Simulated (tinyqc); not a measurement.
What moves the results: Stoner model of a band ferromagnet. A value that a table varies takes the place of the one given here.

Density of states per atom and spin: two humps, D(e) = (M/W) [1 - sp cos(4 pi e/W)]. Levels e -/+ I m/2 for up and down spin, m = n_up - n_down, n_up + n_down = nd. At zero temperature e(N) is the energy below which N states lie, and E(m) = sum over spins of integral e D de - I m^2/4.

Values chosen for the exercise:
- W = 5.5 eV (band width, e from -W/2 to W/2)
- M = 5 (states per atom and spin)
- nd = 8.35 (electrons per atom)
- sp = 0.36 (shape parameter)
- I = 0.78 eV (Stoner parameter)

## Moment against the Stoner parameter

Lowest state for each I.

Results:
```
I (eV)  I D(EF)  m (muB)  E - E(0) (meV)
0.53      0.602    0.000             0.0
0.71      0.806    0.000             0.0
0.80      0.908    0.000             0.0
0.88      0.999    0.000             0.0
0.97      1.101    1.260           -18.4
1.11      1.260    1.650          -104.1
1.33      1.510    1.650          -253.9
1.59      1.805    1.650          -430.8
```

How do the results move?

A moment first appears at I = 0.97 eV of those listed, where I D(EF) = 1.101. It is saturated at 1.650 from I = 1.11 eV on.

## Moment against band filling

Rigid band, I fixed: a Slater-Pauling curve.

Results:
```
nd   I D(EF)  m (muB)  m_max
3.0    0.937    0.000    3.0
4.0    0.721    0.000    4.0
5.0    0.454    0.000    5.0
6.0    0.721    0.000    4.0
6.5    0.855    0.000    3.5
7.0    0.937    0.000    3.0
7.5    0.964    0.000    2.5
8.0    0.937    0.000    2.0
8.5    0.855    0.000    1.5
9.0    0.721    0.000    1.0
9.5    0.553    0.000    0.5
```

What does this show?

No listed filling is magnetic. No listed filling is saturated.

## What moves the moment

Lowest state for each case. Each row changes one parameter from the base and keeps the others.

Results:
```
case          I D(EF)  m (muB)  E - E(0) (meV)
base            0.885    0.000             0.0
W = 5.06 eV     0.962    0.000             0.0
I = 0.842 eV    0.956    0.000             0.0
nd = 8.05       0.931    0.000             0.0
sp = 0.46       0.947    0.000             0.0
```

What does this show?

The largest shifts from the base row, up to three for each result and ties (the steps differ in size, so this ranks the rows, not the parameters). I D(EF): W +0.077, I +0.070, sp +0.062. m (muB): unchanged at the printed digits by W, I, nd and sp. E - E(0) (meV): unchanged at the printed digits by W, I, nd and sp.

(tinyqc, `OMP_NUM_THREADS=1 python tinyqc.py 1681566 1681567 out.jsonl`, Intel(R) Xeon(R) Processor @ 2.30GHz, 1 thread, shared host, about 0.1 s.)
